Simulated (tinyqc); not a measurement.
Worked calculation: Raman line shape of confined optical phonons and breathing modes of small crystals. Computed by tinyqc, a small Python program that keeps every step. Command: `OMP_NUM_THREADS=1 python tinyqc.py 3004696 3004697 out.jsonl confine walk`. One thread of a shared host (Intel(R) Xeon(R) Processor @ 2.30GHz), about 0.02 s of CPU time with the checks. Intermediate numbers are printed to about 5 digits and carried at full precision; extremes and crossings named in words are read from the listed rows.

Confinement in 2 direction(s) lets phonons with q away from zero scatter light. q is in units of 2 pi/a, from 0 to 1, and the branch is isotropic: omega(q)^2 = (omega_0^2 + omega_X^2)/2 + ((omega_0^2 - omega_X^2)/2) cos(pi q). The model and its constant beta are phenomenological; beta = 8 is the common choice.

Inputs (values chosen for the exercise, modelled on germanium):
```
quantity                                value      unit
bulk frequency omega_0                  300.4      1/cm
frequency at the zone boundary omega_X    248      1/cm
natural width Gamma_0                     2.4      1/cm
lattice constant a                      5.658  angstrom
size L                                     15        nm
confinement constant beta                   4         -
probe offset omega - omega_0            -0.44      1/cm
```

Shape: wire.

## Range of wave vectors

Weight W(q) = q^1 exp(-(2 L q/a)^2/(2 beta)) dq, that is exp(-k^2 L^2/(2 beta pi^2)) for k = 2 pi q/a. Width q_c = a sqrt(2 beta)/(2 L), where the exponential falls to 1/e; curvature of the branch: omega(q) = omega_0 - c q^2, c = pi^2 (omega_0^2 - omega_X^2)/(8 omega_0); for small q_c the mean of q^2 is (number of confined directions) q_c^2/2, and the mean shift is -c times that.

q_c = 0.053344 2 pi/a

curvature c = 118.02 1/cm

mean shift, quadratic estimate = -0.33582 1/cm

omega(q_c) - omega_0 = -0.33523 1/cm

## Intensity at one frequency

I(omega) = int W(q) / [(omega - omega(q))^2 + (Gamma_0/2)^2] dq / int W dq x (Gamma_0/2)^2, by 400 Gauss-Legendre points on 0 < q < min(1, 2.5 a sqrt(2 beta)/L). Bulk Lorentzian 1/(1 + (2 offset/Gamma)^2); mean shift = weighted mean of omega(q) less the bulk frequency.

I at the probe offset = 0.93387

bulk Lorentzian there = 0.88149

mean shift, from the weights = -0.33463 1/cm

## Peak, width and asymmetry

The peak is the maximum of I; the width is taken between the half-maximum points, and the asymmetry is the low-side half-width over the high-side one.

peak shift = -0.28771 1/cm

full width = 2.6049 1/cm

asymmetry = 1.0644

peak height (bulk = 1) = 0.94594

The peak moves 86 % as far as the mean: the tail on the low side carries the rest. The asymmetry is too weak to tell size from stress or heating.

## Line shape against size

The formulas are those given above.

Line shape:
```
L (nm)  peak shift (1/cm)  full width (1/cm)  asymmetry  mean shift, quadratic estimate (1/cm)
3                 -2.0656             10.678     3.2912                                -8.3956
3.6                -1.707             8.2036     2.7527                                -5.8303
4.4               -1.3829             6.3174      2.278                                -3.9029
5.5               -1.0873             4.9014     1.8694                                -2.4979
7                 -0.8261             3.9008     1.5434                                -1.5420
10               -0.52603             3.0474     1.2339                               -0.75560
15               -0.28771             2.6049     1.0644                               -0.33582
25               -0.11678             2.4342     1.0064                               -0.12090
```

The peak shift falls with exponent -1.05 at the small end and -1.77 at the large end. For still larger L it tends to the mean shift, which goes as 1/L^2; the ratio is 0.25 in the first row and 0.97 in the last. The width exceeds Gamma_0 by over 10 % for L up to 10 nm. In a wire the factor q lowers the weight at q = 0.

Checks made by the program: mean shift of a large crystal against the quadratic estimate (relative difference 2e-05).
